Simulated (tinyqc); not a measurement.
# Threshold switch as oscillator and as selector in a crossbar: two studies

Off state: I = Ith sinh(V/V0)/sinh(Vth/V0) up to Vth. On state: V = Vh + I Ron down to the holding current Ih, at Vl = Vh + Ih Ron. Switching is instantaneous.

Inputs (values chosen for the exercise); values of the order of Ge-Sb-Te and related chalcogenides:
- Vth = 2.7 V (threshold voltage)
- Vh = 0.96 V (holding voltage)
- Ron = 2.9 kohm (on-state resistance)
- Ith = 0.28 uA (current at threshold)
- V0 = 0.2 V (voltage scale of the off-state sinh)
- Ih = 19 uA (holding current)
- C = 10 fF (capacitance across the switch)
- Iw = 100 uA (write current)
- Vs = 3.4 V (supply voltage)

Each table varies one quantity; the others keep the values above.

## Frequency against load

With a load RL from Vs and C across the switch, it oscillates if the load line misses both branches: (Vs - Vl)/Ih < RL < (Vs - Vth)/Ith. Charging without leakage takes RL C ln[(Vs - Vl)/(Vs - Vth)]; discharging takes (RL || Ron) C ln[(Vth - Ve)/(Vl - Ve)], Ve = (Vs Ron + Vh RL)/(Ron + RL). Here the charging time includes the off-state leakage: the integral of C dV/[(Vs - V)/RL - I(V)].

Frequency against load:

| RL (kohm) | charging, no leakage (ns) | charging (ns) | discharging (ns) | frequency (MHz) |
|---|---|---|---|---|
| 140 | 1.716 | 1.732 | 0.1623 | 528.0 |
| 210 | 2.574 | 2.610 | 0.1246 | 365.7 |
| 300 | 3.677 | 3.751 | 0.1146 | 258.7 |
| 430 | 5.271 | 5.428 | 0.1093 | 180.6 |
| 630 | 7.723 | 8.078 | 0.1060 | 122.2 |
| 910 | 11.16 | 11.96 | 0.1041 | 82.90 |
| 1300 | 15.94 | 17.81 | 0.1028 | 55.82 |
| 1900 | 23.29 | 28.73 | 0.1019 | 34.69 |

The frequency falls from 528 to 34.7 MHz, as RL^(-0.91) between the first two rows and RL^(-1.25) between the last two. Leakage lengthens the charging by 0.91 % in the first row and 23 % in the last; the period diverges at RL = 2500 kohm. In every row the discharge is shorter than 0.5 ns, comparable to real switching delays.

## Array size against supply voltage

In an N x N array driven at Vs, the V/2 scheme puts Vs/2 on 2 (N - 1) cells; the V/3 scheme puts Vs/3 on all N^2 - 1 others, N - 1 of them on the selected row. Row leakage is (N - 1) I; wasted power is the number of cells times V I. The largest N keeps the row leakage below a tenth of Iw.

Array size against supply voltage:

| Vs (V) | I at Vs/2 (nA) | largest N, V/2 | largest N, V/3 |
|---|---|---|---|
| 2.84 | 0.4652 | 2.150e4 | 2.292e5 |
| 3.18 | 1.088 | 9188 | 1.300e5 |
| 3.53 | 2.611 | 3831 | 7.257e4 |
| 3.88 | 6.264 | 1597 | 4.049e4 |
| 4.22 | 14.66 | 683.4 | 2.298e4 |
| 4.57 | 35.16 | 285.4 | 1.282e4 |
| 4.92 | 84.33 | 119.6 | 7156 |
| 5.27 | 202.3 | 50.43 | 3994 |

What does the table show?

The half-select current grows a decade every 2 V0 ln 10 = 0.921 V, so the largest N falls from 21500 to 50.4 in the V/2 scheme and from 2.29e5 to 3990 in the V/3 scheme. Vs must stay below 2 Vth = 5.40 V (V/2) or half-selected cells switch.

Range of the model: Delay times, drift of Vth and line resistance are left out.

Program tinyqc, `OMP_NUM_THREADS=1 python tinyqc.py 2490066 2490067 out.jsonl`; Intel Xeon 2.30GHz, shared host, one thread, about 0.01 s.
